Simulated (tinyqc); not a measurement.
Through the band inversion: Shockley state of an s-p chain by decimation.

Each site has s at -d/2 and p at +d/2: H0 = diag(-d/2, d/2). The block to the next site on the right is H1 = [[-ts, u], [-u, tp]] (rows s, p of site n; columns s, p of site n + 1). Bulk: H(k) = [[-d/2 - 2 ts cos k, 2i u sin k], [-2i u sin k, d/2 + 2 tp cos k]]. The bands are inverted at k = pi if d < 2 (ts + tp).

Inputs chosen for the exercise: ts = 0.82 eV (s-s hopping); tp = 0.8 eV (p-p hopping); u = 0.9 eV (s-p hopping).

d = f 2 (ts + tp). Gap edges from 201 k points; levels in the gap from an open chain of 60 sites (their mean, and the weight on the two end sites summed over them, divided by their number); a dash: none.

Against d:
```
f     d (eV)  top of lower band (eV)  bottom of upper band (eV)  levels in the gap  mean level (eV)  end weight
0.10   0.324                 -1.4380                     1.4780                  2           0.0020       0.987
0.30   0.972                 -1.1140                     1.1540                  2           0.0060       0.907
0.50   1.620                 -0.7900                     0.8300                  2           0.0100       0.748
0.70   2.268                 -0.4660                     0.5060                  2           0.0140       0.509
0.85   2.754                 -0.2230                     0.2630                  2           0.0170       0.277
1.15   3.726                 -0.2230                     0.2630                  0                -           -
1.30   4.212                 -0.4660                     0.5060                  0                -           -
1.60   5.184                 -0.9520                     0.9920                  0                -           -
```

What does the comparison show?

Levels in the gap appear for f = 0.1, 0.3, 0.5, 0.7 and 0.85 and for none of the other rows; the gap closes at f = 1. The level lies at 0.0020 eV for f = 0.1 and 0.0170 eV for f = 0.85, on the line E = d (ts - tp)/(2 (ts + tp)), and its end weight goes from 0.99 to 0.28: no shift of the surface potential is needed, the inversion alone binds it.

Computed by tinyqc, a small Python program: `OMP_NUM_THREADS=1 python tinyqc.py 1451179 1451180 out.jsonl` (the numbers bound the seed that draws the inputs); one thread of a shared host (Intel(R) Xeon(R) Processor @ 2.30GHz), about 0.3 s for the whole set of steps.
